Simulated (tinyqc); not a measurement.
Binary melting diagram from solution models of liquid and solid: one step, computed by the program tinyqc.

x is the fraction of B. In a phase with interaction L: mu_A = G_A + R T ln(1 - x) + L x^2, mu_B = G_B + R T ln x + L (1 - x)^2. Melting: G(liquid) - G(solid) = H (1 - T/T_m) for each pure component.

Question. Eutectic point by bisection. Liquid against pure solid A: T = (H_A + L_L x^2)/(H_A/T_A - R ln(1 - x)); against pure solid B: T = (H_B + L_L (1 - x)^2)/(H_B/T_B - R ln x). Halve the interval 0.001 to 0.999 for the crossing, 44 times.

Inputs (values chosen for the exercise, for a model alloy):
```
quantity                value    unit
melting point T_A        1610       K
melting point T_B         765       K
heat of melting H_A      35.4  kJ/mol
heat of melting H_B      8.87  kJ/mol
liquid interaction L_L    2.6  kJ/mol
```

Diagram: eutectic with pure solids.

Constants: R = 8.314462618 J/(mol K).

Give: Bisection, first 12 steps; eutectic composition x_E; eutectic temperature T_E.

Answer.

Bisection, first 12 steps:
```
step       x  branch A (K)  branch B (K)
1     0.5000          1299         548.5
2     0.7495          1100         645.6
3     0.8742           953         701.0
4     0.9366           839         731.6
5     0.9678           748         747.7
6     0.9834           676         756.0
7     0.9756           716         751.8
8     0.9717           733         749.8
9     0.9698           741         748.7
10    0.9688           745         748.2
11    0.9683           747         747.9
12    0.9681           747         747.8
```

eutectic composition x_E = 0.9680

eutectic temperature T_E = 747.8 K

T_E lies 17 K below the lower melting point, and x_E lies on the side of B, the lower-melting component.
